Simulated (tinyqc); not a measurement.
A finite superlattice with mass mismatch, transfer matrices: one step of the calculation.

One electron of energy E comes from the left lead (band edge 0); no transverse momentum. Parabolic bands, masses in units of m0, C = hbar^2/(2 m0); psi and psi'/m are continuous at every interface. N periods of a barrier d1 followed by a well Lw; the right lead equals the left one.

Task. Transmission and reflection. The matrix M carries (psi, psi'/m) across the stack, and v = k/m in each lead. psi = 1 + r at the left edge (incident amplitude 1) and t at the right edge. With det M = 1, a = i vR M11 - M21 and b = -vL vR M12 - i vL M22: t = 2 i vL/(a - b), r = -(a + b)/(a - b), T(E) = (vR/vL) |t|^2, R(E) = |r|^2.

M^N:

|  | 1 | 2 |
|---|---|---|
| 1 | -9.4299259 | -0.62656156 |
| 2 | 2354.8032 | 156.35639 |

vL = 17.419504 1/nm
vR = 17.419504 1/nm

Find: t; r; T(E); R(E).

Result.

t = (6.845-6.806i) x 1e-3
r = 0.1445-0.9895i
T(E) = 9.317e-5
R(E) = 0.9999

T(E) + R(E) = 1: the current is conserved.

Range of the model: Masses are held fixed, although real bands cease to be parabolic a few tenths of an eV from their edges (inside a barrier too).

Computed by the program tinyqc: `OMP_NUM_THREADS=1 python tinyqc.py 2560111 2560112 out.jsonl`, one thread of a shared Intel Xeon 2.30GHz, about 0.01 s for the whole run.
